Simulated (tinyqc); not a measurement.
Comparisons within one model: smearing for a one-band metal on the bcc lattice. A value that a table varies takes the place of the one given here.

Lattice vectors (units of a): a1 = (-1/2, 1/2, 1/2), a2 = (1/2, -1/2, 1/2), a3 = (1/2, 1/2, -1/2). E(k) = -t A_1(k) - t2 A_2(k), A_m the sum of cos(k . R) over the 8 nearest and 6 second lattice vectors. Mesh k = sum (j_i/N) b_i, j_i = 0 .. N-1.

With x = (E_k - mu)/sigma: Fermi-Dirac f = 1/(1 + exp(x)), s = -f ln f - (1 - f) ln(1 - f); Gaussian f = erfc(x)/2, s = exp(-x^2)/(2 sqrt(pi)); Methfessel-Paxton (first order) f = erfc(x)/2 - x exp(-x^2)/(2 sqrt(pi)), s = (1 - 2 x^2) exp(-x^2)/(4 sqrt(pi)); cold (Marzari-Vanderbilt) with y = x + 1/sqrt(2), f = erfc(y)/2 + exp(-y^2)/sqrt(2 pi), s = y exp(-y^2)/sqrt(2 pi). With weights w = points/N^d (d the dimension), mu solves 2 sum w f = ne; E = 2 sum w f E_k, S = 2 sum w s, F = E - sigma S.

With x = (E_k - mu)/sigma: Gaussian f = erfc(x)/2, s = exp(-x^2)/(2 sqrt(pi)); Methfessel-Paxton (first order) f = erfc(x)/2 - x exp(-x^2)/(2 sqrt(pi)), s = (1 - 2 x^2) exp(-x^2)/(4 sqrt(pi)). With weights w = points/N^d (d the dimension), mu solves 2 sum w f = ne; E = 2 sum w f E_k, S = 2 sum w s, F = E - sigma S.

With x = (E_k - mu)/sigma: Fermi-Dirac f = 1/(1 + exp(x)), s = -f ln f - (1 - f) ln(1 - f). With weights w = points/N^d (d the dimension), mu solves 2 sum w f = ne; E = 2 sum w f E_k, S = 2 sum w s, F = E - sigma S.

Parameters, chosen for this exercise: t = 0.84 eV (nearest hopping); t2 = -0.03 eV (second hopping); ne = 1.45 (electrons per cell); N = 4 (unshifted mesh); sigma = 0.084 eV (width).

## Error of each scheme against the width

All on the dense mesh N = 40. The reference is F of first-order Methfessel-Paxton smearing with sigma = 0.05 t on the mesh N = 40; it moves by 0.26 meV on the mesh N = 50; in three dimensions such meshes can agree by chance and the reference may be off by about 1 meV, so smaller errors are not resolved.

Errors (meV per cell):

| sigma (eV) | FD F | FD (E+F)/2 | Gauss F | Gauss (E+F)/2 | MP F | cold F |
|---|---|---|---|---|---|---|
| 0.084 | -2.99 | -0.06 | -0.46 | 0.01 | 0.01 | 0.02 |
| 0.126 | -6.65 | -0.06 | -1.05 | -0.01 | -0.01 | 0.01 |
| 0.168 | -11.81 | 0.08 | -1.85 | -0.04 | -0.03 | 0.01 |
| 0.252 | -26.97 | 0.77 | -4.07 | -0.10 | -0.09 | 0.15 |
| 0.336 | -48.78 | 1.36 | -7.16 | -0.12 | -0.08 | 0.65 |
| 0.504 | -110.98 | -0.70 | -16.02 | 0.08 | 0.29 | 3.67 |
| 0.672 | -194.37 | -9.13 | -28.71 | 0.69 | 1.55 | 10.61 |

reference = -1.58654 eV

What does this show?

Doubling sigma from 0.168 to 0.336 eV multiplies the error of F by 4.1 (Fermi-Dirac) and 3.9 (Gaussian); a pure sigma^2 term would give 4. At the smallest width Fermi-Dirac errs 6.5 times as much as Gaussian, against 2 pi^2/3 = 6.6 for the ratio of the sigma^2 terms at equal sigma. At the largest width the sizes of the errors rank Gauss (E+F)/2 0.7, MP F 1.5, FD (E+F)/2 9.1, cold F 10.6, Gauss F 28.7, FD F 194.4 meV; below about 1 meV this order, and the ratios at the smallest width, carry the noise of the mesh.

## Mesh against width

Gaussian smearing, (E + F)/2. The reference is F of first-order Methfessel-Paxton smearing with sigma = 0.05 t on the mesh N = 40; it moves by 0.26 meV on the mesh N = 50; in three dimensions such meshes can agree by chance and the reference may be off by about 1 meV, so smaller errors are not resolved.

Errors (meV per cell):

| N | sigma = 0.05 t | sigma = 0.15 t | sigma = 0.4 t |
|---|---|---|---|
| 4 | 78.96 | 78.58 | 64.58 |
| 6 | -26.67 | -27.54 | -29.50 |
| 8 | -18.38 | -18.94 | -19.69 |
| 12 | -1.10 | -1.70 | -1.83 |
| 16 | 1.39 | 1.38 | 1.42 |
| 24 | -0.16 | -0.16 | -0.08 |

reference = -1.58654 eV

What does this show, and why?

First N from which the value stays within 2 meV of its last entry (which need not be the best one): 12 for sigma = 0.05 t, 12 for sigma = 0.15 t, 12 for sigma = 0.4 t. At the last mesh the errors are -0.16, -0.16 and -0.08 meV. By this 2 meV bar the wider smearing does not converge sooner. The smallest error belongs to 0.05 t on 3, 0.15 t on 1, 0.4 t on 2 of the 6 meshes.

## What moves the results of Fermi-Dirac smearing

All sums formed anew. Each row changes one parameter from the base and keeps the others.

Results:

| case | mu (eV) | E (eV) | S | F (eV) |
|---|---|---|---|---|
| base | 0.1321 | -1.4960 | 0.4096 | -1.5304 |
| N = 8 | 0.9735 | -1.6042 | 0.0393 | -1.6075 |
| sigma = 0.168 eV | 0.2922 | -1.4936 | 0.4313 | -1.5661 |
| ne = 1.55 | 0.2440 | -1.4977 | 0.1770 | -1.5126 |
| t2 = 0.054 eV | 0.2834 | -1.4429 | 0.3768 | -1.4745 |
| t = 0.924 eV | 0.1321 | -1.6430 | 0.4096 | -1.6774 |

What can be read from the table?

The largest shifts from the base row, up to three for each result and ties (the steps differ in size, so this ranks the rows, not the parameters). mu (eV): N +0.8414, sigma +0.1601, t2 +0.1513; unchanged at the printed digits by t. E (eV): t -0.1470, N -0.1082, t2 +0.0532. S: N -0.3702, ne -0.2326, t2 -0.0328; unchanged at the printed digits by t. F (eV): t -0.1470, N -0.0771, t2 +0.0559.

Run: tinyqc, `OMP_NUM_THREADS=1 python tinyqc.py 1680335 1680336 out.jsonl`; Intel(R) Xeon(R) Processor @ 2.30GHz, one thread, shared host; about 0.3 s of CPU time with all checks.
